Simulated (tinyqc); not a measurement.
Size effects in the resistivity of thin metal films and interconnect lines: one step, computed by the program tinyqc. Command: `OMP_NUM_THREADS=1 python tinyqc.py 3008441 3008442 out.jsonl size walk`. One thread of a shared host (Intel(R) Xeon(R) Processor @ 2.30GHz), about 0.01 s of CPU time with the checks.

Electrons lose their drift at surfaces (a share 1 - p of the hits) and at grain boundaries (reflection R), besides bulk scattering.

Task: Resistivity of the film. Both together (Mayadas-Shatzkes film): rho_b/rho = (rho_b/rho of the grains alone) - (6/(pi kappa))(1 - p) int_0^(pi/2) dphi int_0^1 ds (cos^2 phi/H^2)(s - s^3)(1 - exp(-kappa H/s))/(1 - p exp(-kappa H/s)), H = 1 + alpha/(cos phi sqrt(1 - s^2)), 40 x 80 Gauss-Legendre points. Sheet resistance rho/h; additive estimate rho_b (f_surface + f_grain - 1).

Inputs (values chosen for the exercise, modelled on aluminium): bulk resistivity rho_b = 2.57 microohm cm; specularity p = 0; film thickness h = 7.3 nm.

Geometry: film.

rho/rho_b from grains = 3.153625

alpha = 1.577418

kappa = h/lambda = 0.3842105

rho/rho_b from surfaces = 2.171082

Give: resistivity rho; sheet resistance; additive estimate; error of the additive estimate.

Result:

resistivity rho = 10.93 microohm cm

sheet resistance = 14.97 ohm

additive estimate = 11.11 microohm cm

error of the additive estimate = 1.679 %

Adding the two excesses (Matthiessen's rule) is 1.7 % high.
